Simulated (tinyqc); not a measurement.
Long-channel MOSFET, surface-potential model: two steps of the calculation.

n-channel transistor on a uniformly doped p-type body, gradual-channel approximation, constant mobility, Boltzmann statistics, full ionisation. Potentials are counted from the neutral body; V is the electron quasi-Fermi potential, Vsb at the source and Vsb + Vds at the drain. Charges are magnitudes per area.

Inputs (values chosen for the exercise); material values those of a made-up semiconductor: temperature T = 293 K; band gap Eg = 3.88 eV; relative permittivity of the semiconductor eps_r = 9.95; conduction-band density of states at T Nc = 2.85e18 cm^-3; valence-band density of states at T Nv = 3.5e19 cm^-3; acceptor density of the body Na = 2.2e16 cm^-3; relative permittivity of the gate insulator eox = 7.62; insulator thickness tox = 39 nm; flat-band voltage Vfb = -1.84 V; channel mobility mu = 490 cm^2/(V s); gate width W = 20 um; gate length L = 5 um; source-body reverse bias Vsb = 0 V; drain-source voltage Vds = 0.05 V.

Constants: q = 1.602176634e-19 C, kB = 1.380649e-23 J/K, Vt = kB T/q, eps0 = 8.8541878128e-14 F/cm where lengths are in cm. Results are converted to the units shown.

Question 1. Body potential, insulator capacitance and body factor. ni = sqrt(Nc Nv) exp(-Eg/(2 Vt)), Eg in volts; phiF = Vt ln(Na/ni); Cox = eps0 eox/tox; gamma = sqrt(2 q eps0 eps_r Na)/Cox. VT = Vfb + 2 phiF + gamma sqrt(2 phiF + Vsb), m = 1 + gamma/(2 sqrt(2 phiF + Vsb)).

Give: ni; phiF; Cox; gamma; VT; m.

Answer 1.

ni = 4.2685e-15 cm^-3
phiF = 1.7855 V
Cox = 0.17300 uF/cm^2
gamma = 0.45554 V^0.5
VT = 2.5919 V
m = 1.1205

Question 2. Pao-Sah current by Simpson's rule. I = mu (W/L) integral of Qi dV; Simpson's rule on the 9 points, step Vds/8, weights 1, 4, 2, ..., 4, 1 times step/3.

Qi, Pao-Sah, point 0 to 8 (nC/cm^2): [11.081100, 10.256194, 9.4521203, 8.6706589, 7.9137366, 7.1834246, 6.4819249, 5.8115446, 5.1746533]

Find: Pao-Sah current.

Answer 2.

Pao-Sah current = 0.7825 uA

Gauss-Legendre quadrature on many points gives 0.7825 uA, so this value is within 0.01 % of it; the charge-sheet current, 0.7738 uA, is 1.1 % below it.

Numbers from tinyqc (`OMP_NUM_THREADS=1 python tinyqc.py 2360003 2360004 out.jsonl`; about 0.03 s on one thread of a shared Intel Xeon 2.30GHz).
